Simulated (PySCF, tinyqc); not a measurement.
CCSD on RHF in the sto-6g basis, for H3+, spin multiplicity 1, step by step. The lowest restricted solution is unstable here: a spin-polarised one lies 0.0121 hartree lower (PySCF). Computed by tinyqc, a small Python program that keeps every step (integrals from PySCF). Settings: charge = 1, multiplicity = 1, basis = sto-6g, method = RHF, energy threshold = 1e-10, iteration cap = 85, orthogonalisation = symmetric, start = atomic densities, DIIS depth = 6, amplitude equations = CCSD, DIIS depth for amplitudes = 0, cap on updates = 58. Command: `OMP_NUM_THREADS=1 python tinyqc.py 29764 29765 out.jsonl` (the two numbers bound the seeds that draw the settings). One thread of a shared host (Intel(R) Xeon(R) Processor @ 2.60GHz), about 0.2 s of CPU time with the checks. The early iterations of the SCF are left out here.

## One-electron integrals

Geometry (angstrom):
```
atom         x         y          z
H     0.000000  0.000000   0.000000
H     0.000000  0.000000   1.250000
H     0.000000  0.000000  -1.250000
```

Basis sto-6g: exponents (1/bohr^2) and contraction coefficients of normalised primitives:
```
element  l (shell)   exponent  coefficient
H            s (1)  35.523221     0.009164
H            s (1)   6.513144     0.049361
H            s (1)   1.822143     0.168538
H            s (1)   0.625955     0.370563
H            s (1)   0.243077     0.416492
H            s (1)   0.100112     0.130334
```

Overlap, kinetic and nuclear-attraction integrals over the contracted functions; the nuclear repulsion is the sum of Za Zb / Rab.

nuclear repulsion = 1.05835442 hartree

overlap S, lower triangle:
```
          1H 1s     2H 1s     3H 1s
1H 1s  1.000000
2H 1s  0.362838  1.000000
3H 1s  0.362838  0.052267  1.000000
```

kinetic energy T (hartree), lower triangle:
```
          1H 1s      2H 1s     3H 1s
1H 1s  0.768522
2H 1s  0.043889   0.768522
3H 1s  0.043889  -0.010063  0.768522
```

nuclear attraction V (hartree), lower triangle:
```
           1H 1s      2H 1s      3H 1s
1H 1s  -2.076738
2H 1s  -0.625279  -1.869809
3H 1s  -0.625279  -0.082010  -1.869809
```

core Hamiltonian H = T + V (hartree), lower triangle:
```
           1H 1s      2H 1s      3H 1s
1H 1s  -1.308216
2H 1s  -0.581390  -1.101286
3H 1s  -0.581390  -0.092073  -1.101286
```

## Two-electron integrals

Functions are numbered as in S; the eight-fold symmetry (ij|kl) = (ji|kl) = (kl|ij) leaves the list below.

Two-electron integrals (ij|kl) in chemists' order, unique and non-zero (hartree):
```
(11|11) 0.774999   (21|11) 0.209427   (21|21) 0.079216   (22|11) 0.404416
(22|21) 0.209427   (22|22) 0.774999   (31|11) 0.209427   (31|21) 0.053261
(31|22) 0.103566   (31|31) 0.079216   (32|11) 0.028455   (32|21) 0.009084
(32|22) 0.021383   (32|31) 0.009084   (32|32) 0.001257   (33|11) 0.404416
(33|21) 0.103566   (33|22) 0.211553   (33|31) 0.209427   (33|32) 0.021383
(33|33) 0.774999
```

## Orthogonalisation

S = U s U^T; symmetric (Loewdin) form X = U s^(-1/2) U^T, so that X^T S X = 1.

eigenvalues of S: 0.512338  0.947733  1.539929

X, lower triangle:
```
           1H 1s     2H 1s     3H 1s
1H 1s   1.116498
2H 1s  -0.208764  1.056815
3H 1s  -0.208764  0.029610  1.056815
```

## Iteration 9 (converged): orbitals

converged F (hartree), lower triangle:
```
           1H 1s      2H 1s      3H 1s
1H 1s  -0.623229
2H 1s  -0.465901  -0.471108
3H 1s  -0.465901  -0.150019  -0.471108
```

Diagonalise F' = X^T F X, C = X C', fill 1 alpha and 1 beta electrons from the bottom; D = 2 C_occ C_occ^T. Each column has its largest component positive (the first on a tie).

F' = X^T F X (hartree), lower triangle:
```
           1          2          3
1  -0.396659
2  -0.319603  -0.351785
3  -0.319603  -0.012989  -0.351785
```

orbital energies (hartree): MO1 -0.832984, MO2 -0.338796, MO3 0.071551

coefficients C:
```
            MO1        MO2        MO3
1H 1s  0.598226   0.000000   0.987855
2H 1s  0.383355   0.726344  -0.697697
3H 1s  0.383355  -0.726344  -0.697697
```

D after iteration 9, lower triangle:
```
          1H 1s     2H 1s     3H 1s
1H 1s  0.715748
2H 1s  0.458665  0.293921
3H 1s  0.458665  0.293921  0.293921
```

## Convergence

Stop when the energy changes by less than 1e-10 hartree and every element of the error matrix X^T (F D S - S D F) X is below 3e-06.

Course of the cycle:
```
iteration  E (hartree)     change  largest element of the error matrix
1          -0.65393886          -                             3.26e-02
2          -1.12608639  -4.72e-01                             2.55e-02
3          -1.12673294  -6.47e-04                             1.12e-02
4          -1.12678819  -5.52e-05                             8.95e-03
5          -1.12681367  -2.55e-05                             7.71e-03
6          -1.12682865  -1.50e-05                             6.87e-03
7          -1.12683860  -9.95e-06                             6.25e-03
8          -1.12688656  -4.80e-05                             3.00e-06
9          -1.12688656  -1.10e-11                             1.91e-07
```

PySCF RHF in the same basis = -1.12688656 hartree

Converged in 9 iterations.

## Integrals over molecular orbitals

(pq|rs) = sum C_ip C_jq C_kr C_ls (ij|kl), one index at a time.

one-electron integrals over orbitals h = C^T H C (hartree), lower triangle:
```
           1          2          3
1  -1.352257
2   0.000000  -1.064872
3  -0.089761   0.000000  -0.835612
```

Two-electron integrals over orbitals (pq|rs), unique and non-zero (hartree):
```
(11|11) 0.519272    (21|21) 0.148404    (22|11) 0.437240    (22|22) 0.502971
(31|11) 0.089761    (31|22) -0.055314   (31|31) 0.145675    (32|21) -0.147150
(32|32) 0.162155    (33|11) 0.526419    (33|22) 0.463734    (33|31) 0.079033
(33|33) 0.557547
```

## CCSD: starting amplitudes

t_ij^ab = <ij||ab> / (e_i + e_j - e_a - e_b), whose energy is MP2.

Starting amplitudes (spin orbitals 1a, 1b, ...; amplitudes related by a flip of all spins are not repeated):
```
from      to          t
1a 1b  2a 2b  -0.150150
1a 1b  3a 3b  -0.080525
```

correlation energy = -0.03401335 hartree

## CCSD: amplitude update 1

t_i^a D_i^a and t_ij^ab D_ij^ab are set to the remaining terms of the spin-orbital equations, evaluated with the old amplitudes; for the doubles these are <ij||ab> + 1/2 <ab||ef> t_ij^ef + 1/2 <mn||ij> t_mn^ab + P(ij)P(ab) <mb||ej> t_im^ae + terms in t^2 + terms with t1, D the orbital-energy denominators.

Amplitudes after update 1 (spin orbitals 1a, 1b, ...; amplitudes related by a flip of all spins are not repeated):
```
from      to          t
1a 1b  2a 2b  -0.197081
1a 1b  3a 3b  -0.098380
1a        3a  -0.025381
```

correlation energy = -0.04348541 hartree

## CCSD: amplitude update 2

As before.

Amplitudes after update 2 (spin orbitals 1a, 1b, ...; amplitudes related by a flip of all spins are not repeated):
```
from      to          t
1a 1b  2a 2b  -0.218725
1a 1b  3a 3b  -0.101635
1a        3a  -0.038596
```

correlation energy = -0.04704845 hartree

## CCSD: convergence

E_corr = 1/4 sum <ij||ab> t_ij^ab + 1/2 sum <ij||ab> t_i^a t_j^b; stop when the norm of the change is below 1e-8.

Course of the amplitude iterations:
```
update  correlation energy (hartree)  norm of the change
0                        -0.03401335                   -
1                        -0.04348541            1.07e-01
2                        -0.04704845            4.76e-02
3                        -0.04859252            2.41e-02
4                        -0.04930318            1.28e-02
5                        -0.04964765            6.99e-03
6                        -0.04982219            3.87e-03
7                        -0.04991370            2.16e-03
8                        -0.04996287            1.21e-03
9                        -0.04998973            6.77e-04
10                       -0.05000456            3.80e-04
11                       -0.05001280            2.13e-04
12                       -0.05001740            1.20e-04
13                       -0.05001998            6.73e-05
...                              ...                 ...
16                       -0.05002269            1.20e-05
17                       -0.05002294            6.72e-06
18                       -0.05002309            3.78e-06
19                       -0.05002317            2.13e-06
20                       -0.05002321            1.19e-06
21                       -0.05002324            6.72e-07
22                       -0.05002325            3.78e-07
23                       -0.05002326            2.12e-07
24                       -0.05002327            1.19e-07
25                       -0.05002327            6.71e-08
26                       -0.05002327            3.77e-08
27                       -0.05002327            2.12e-08
28                       -0.05002327            1.19e-08
29                       -0.05002327            6.71e-09
```

Converged amplitudes (spin orbitals 1a, 1b, ...; amplitudes related by a flip of all spins are not repeated):
```
from      to          t
1a 1b  2a 2b  -0.243122
1a 1b  3a 3b  -0.098329
1a        3a  -0.051150
```

CCSD total energy = -1.17690983 hartree

T1 diagnostic, norm of the one-spin t1 over sqrt(correlated electrons) = 0.036169

Converged in 29 updates.
